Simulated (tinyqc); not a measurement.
From results back to parameters: Boltzmann transport in a parabolic band with a power-law relaxation time. Four cases, with inputs chosen for the exercise.

Problem. The Seebeck coefficient and the Hall density nH = n/rH are given; md is hidden (a Pisarenko analysis).

F_j(eta) = (1/Gamma(j + 1)) integral_0^infinity x^j dx/(1 + exp(x - eta)), which tends to exp(eta) for eta << 0.

n = N F_1/2(eta) with N = 2 (m kB T/(4 pi c))^(3/2) with c = hbar^2/2m0, in 1/angstrom^3; times 1e24 for 1/cm^3, m = md.

tau = tau0 x^r with x = E/kT. With K_j = Gamma(j + 1) F_j(eta): <tau> = tau0 (r + 3/2) K_(r+1/2)/((3/2) K_(1/2)); mu = <tau>/(mc m0/e), m0/e = 5.685630e-12 kg/C; Hall factor rH = (3/2) K_(1/2) (2r + 3/2) K_(2r+1/2)/((r + 3/2) K_(r+1/2))^2; Seebeck S = -(kB/e) [(r + 5/2) K_(r+3/2)/((r + 3/2) K_(r+1/2)) - eta]; Lorenz number L = (kB/e)^2 [(r + 7/2) K_(r+5/2)/((r + 3/2) K_(r+1/2)) - ((r + 5/2) K_(r+3/2)/((r + 3/2) K_(r+1/2)))^2]; kB/e in V/K. Valley anisotropy is left out of rH.

Constants: hbar^2/2m0 = 3.80998211 eV angstrom^2; kB = 8.617333262e-05 eV/K.

Find: eta; rH; n; md.

Method. S depends on eta alone and |S| falls steadily with it; eta gives rH and so n, and N = n/F_1/2(eta) gives md from N proportional to md^(3/2).

Case 1.

Values chosen (out of a larger set: masses near those of InAs; tau0 is set for a mobility of the usual size at this n, kL is a free input; freeze-out and phonon drag, which matter near 77 K, are left out; not measured data): r = 0 (exponent of tau); T = 300 K.

S = -222.931 microvolt/K
nH = 9.9000e+16 1/cm^3

Solution.

eta = 0.35
rH = 1.000
n = 9.9e+16 1/cm^3
md = 0.025 m0

Case 2.

Values chosen (out of a larger set: masses near those of Ge; tau0 is set for a mobility of the usual size at this n, kL is a free input; freeze-out and phonon drag, which matter near 77 K, are left out; not measured data): r = 1.5 (exponent of tau); T = 77 K.

S = -472.611 microvolt/K
nH = 1.6019e+17 1/cm^3

Solution.

eta = -1.43
rH = 1.873
n = 3.0e+17 1/cm^3
md = 0.556 m0

Case 3.

Values chosen (out of a larger set: masses near those of GaN; tau0 is set for a mobility of the usual size at this n, kL is a free input; freeze-out and phonon drag, which matter near 77 K, are left out; not measured data): r = -0.5 (exponent of tau); T = 300 K.

S = -384.240 microvolt/K
nH = 1.5357e+17 1/cm^3

Solution.

eta = -2.42
rH = 1.172
n = 1.8e+17 1/cm^3
md = 0.190 m0

Case 4.

Values chosen (out of a larger set: masses near those of Ge; tau0 is set for a mobility of the usual size at this n, kL is a free input; freeze-out and phonon drag, which matter near 77 K, are left out; not measured data): r = 0 (exponent of tau); T = 300 K.

S = -320.875 microvolt/K
nH = 3.1000e+18 1/cm^3

Solution.

eta = -1.09
rH = 1.000
n = 3.1e+18 1/cm^3
md = 0.551 m0

Computed by tinyqc, one run a case: `OMP_NUM_THREADS=1 python tinyqc.py N N+1 out.jsonl` with N = 1651071, 1651086, 1651145, 1651149; one thread of a shared Intel(R) Xeon(R) Processor @ 2.30GHz, about 0.01 s a run at most.
